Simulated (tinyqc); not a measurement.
Lifetime from the storage time.

Question. In the charge-control model of a long diode dQ/dt = -Ir - Q/tau after the current is switched from If to -Ir, with Q(0) = If tau; the storage time ends at Q = 0. Find tau, the stored charge and the share of it that leaves through the terminals.

forward and reverse current (mA): 2.4  18
storage time = 53.820151 ns

Answer. Integrating gives ts = tau ln(1 + If/Ir). The extracted charge is Ir ts; the rest recombines.

tau = 430.0 ns
stored charge = 1.032 nC
share extracted = 93.87 %

tinyqc, about 0.01 s, one thread, Intel Xeon 2.30GHz (shared host): `OMP_NUM_THREADS=1 python tinyqc.py 2230035 2230036 out.jsonl`
